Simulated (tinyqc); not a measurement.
Surface photovoltage measurement of the minority-carrier diffusion length in a wafer: one step, computed by the program tinyqc.

Low injection, steady light, a depletion layer much thinner than 1/alpha and L. The excess density dn is taken at the front edge of the neutral region; light that reaches the back is lost.

Question. The linear plot. alpha = (84.732/lambda - 76.417)^2 per cm with lambda in micrometre (an empirical fit for silicon between 0.7 and 1.05 micrometre). Thick wafer: dn = Phi L/((S_f + D/L)(L + 1/alpha)). Finite wafer, with s = S_b L/D, w = W/L, a = alpha L: dn = [Phi a/(a^2 - 1)] [a - B - exp(-alpha W)(a - s)/(cosh w + s sinh w)]/(S_f + B D/L), B = (sinh w + s cosh w)/(cosh w + s sinh w). Readings y = (Phi/dn) (1 + noise x g) at 780, 830, 880, 920, 950, 975 and 995 nm; a least-squares line y = c (1/alpha + L_app) gives L_app = intercept/slope.

Inputs (values chosen for the exercise, modelled on p-type silicon at room temperature):
```
quantity                            value        unit
diffusion length L                     70  micrometre
wafer thickness W                     775  micrometre
diffusivity D                        27.2      cm^2/s
front recombination velocity S_f      160        cm/s
back recombination velocity S_b      5200        cm/s
photon flux entering              1.6e+11  1/(cm^2 s)
relative noise of each reading        0.2           %
```

normal deviates g for the noise: 1.49  0.25  1.75  1.48  -0.54  -0.39  0.04

Give: the table «Readings» with the columns 1/alpha (micrometre), y (cm/s), line (cm/s), for lambda (nm) = 780, 830, 880, 920, 950, 975, 995; slope; apparent length L_app; error of L_app (rounded to 0.001).

Answer.

Readings:
```
lambda (nm)  1/alpha (micrometre)  y (cm/s)  line (cm/s)
780                           9.6      4616         4615
830                          15.2      4925         4934
880                          25.3      5529         5520
920                          40.7      6414         6403
950                          61.3      7579         7592
975                          90.9      9293         9301
995                         130.9     11611        11605
```

slope = 57.65 cm/(s micrometre)

apparent length L_app = 70.41 micrometre

error of L_app (rounded to 0.001) = 0.593 %

At W/L = 11.1 the finite thickness shifts L_app by less than 0.05 %. S_f scales all readings alike and leaves L_app unchanged.
